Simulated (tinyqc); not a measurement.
# From remote-phonon mobility back to mean distance of the electrons z0 = 3/b

Model: scattering of inversion-layer electrons by surface optical phonons of the gate insulator (remote phonon scattering). Computed by tinyqc, a small Python program. Command: `OMP_NUM_THREADS=1 python tinyqc.py 3111023 3111024 out.jsonl sophonon inv`. One thread of a shared host (Intel(R) Xeon(R) Processor @ 2.30GHz), about 0.08 s of CPU time with the checks.

One subband with the Fang-Howard envelope; insulator and channel are half-spaces, the gate is far away, and an interlayer only moves the polar surface away by t (its own modes and its permittivity contrast are left out).

Inputs (values chosen for the exercise, modelled on AlN on In0.53Ga0.47As):
```
quantity                                  value        unit
static constant of the insulator eps_0s    8.96           -
intermediate constant eps_i                7.34           -
optical constant eps_inf                   4.82           -
hbar omega_TO1                             80.1         meV
hbar omega_TO2                             86.6         meV
constant of the channel eps_s              13.9           -
in-plane mass m                          0.0444         m_0
valleys g_v                                   1           -
sheet density n                           2e+12      1/cm^2
interlayer thickness t                        0          nm
temperature T                               350           K
mobility from other processes              1260  cm^2/(V s)
```

Screening by the channel electrons: static.

Constants: k_B = 8.617333262e-05 eV/K; hbar^2/(2 m_0) = 3.80998212 eV angstrom^2; e^2/(4 pi eps_0) = 14.39964548 eV angstrom; hbar = 6.582119569e-16 eV s; e = 1.602176634e-19 C; m_0 = 9.1093837015e-31 kg.

Method:
- eps(w) = eps_inf + (eps_0s - eps_i) w1^2/(w1^2 - w^2) + (eps_i - eps_inf) w2^2/(w2^2 - w^2). Surface modes solve eps(w) + eps_s = 0, a quadratic in w^2; the strength of a mode is g = 2/(w d eps/dw).
- Occupation N = 1/(exp(hbar w/(k_B T)) - 1).
- Density of states D = g_v m/(pi hbar^2); eta = E_F/(k_B T) = ln(exp(n/(D k_B T)) - 1); screening wave number q_s = e^2 D/(2 eps_0 eps_avg) x 1/(1 + exp(-eta)), eps_avg = (eps_s + eps_inf)/2; b = 3/z0.
- For a mode of strength g, without the occupation factor, Area x |M(q)|^2 = e^2 hbar w g/(2 eps_0 q) x (b/(b + q))^6 exp(-2 q t) / (1 + (q_s/q) H(q))^2, H = (1 + 9 x/8 + 3 x^2/8)/(1 + x)^3, x = q/b.
- Approximate momentum relaxation rate, taking tau v alike in the initial and final states: 1/tau = (m/(2 pi hbar^3)) sum over modes and over absorption (N, E' = E + hbar w) and emission (N + 1, E' = E - hbar w > 0) of [(1 - f(E'))/(1 - f(E))] int_0^(2 pi) Area |M(q)|^2 (1 - cos theta) d theta, q^2 = k^2 + k'^2 - 2 k k' cos theta, f the Fermi function; 48 midpoints in theta from 0 to pi.
- mu = (e/m) int tau E f (1 - f) dE/(k_B T int f dE), by 300 midpoints from 0 to (max(eta, 0) + 14) k_B T; Matthiessen sum with the other processes.

Question. A run gave the result below. Find the mean distance of the electrons z0 = 3/b, known to lie between 1.5 and 4.7 nm.

remote-phonon mobility = 224175.9 cm^2/(V s)

Answer.

Each step takes the trial c = (a f_b - b f_a)/(f_b - f_a), f being the result less the target and a, b, c the logarithms of the listed values; c replaces end b, the old b replaces a if the sign of f changed, and otherwise f_a is halved.

Scan of the range:
```
mean distance of the electrons z0 = 3/b (nm)  remote-phonon mobility (cm^2/(V s))
1.50                                                                        86816
1.81                                                                       109144
2.19                                                                       142246
2.66                                                                       193258
3.21                                                                       269557
3.89                                                                       393546
4.70                                                                       593509
```

False position (Illinois rule, in the logarithm of the input) inside the bracket:
```
step    end a    end b    trial  remote-phonon mobility (cm^2/(V s))
1     2.66000  3.21000  2.87050                               220184
2     3.21000  2.87050  2.89656                               223707
3     3.21000  2.89656  2.90259                               224528
4     2.89656  2.90259  2.90000                               224175
5     2.90259  2.90000  2.90000                               224176
6     2.90259  2.90000  2.90000                               224176
7     2.90000  2.90000  2.90000                               224176
```

Remote-phonon mobility rises at every point of a 13-point scan of the range (every second point is shown), so one value fits; it is bracketed by 2.66 and 3.21. Answer: mean distance of the electrons z0 = 3/b = 2.900 nm.

Caution: E_F is high enough for upper subbands or non-parabolicity, left out here, to matter. Caution: a relaxation time is only an approximation for inelastic scattering, and static or no screening brackets the true dynamic screening only roughly.
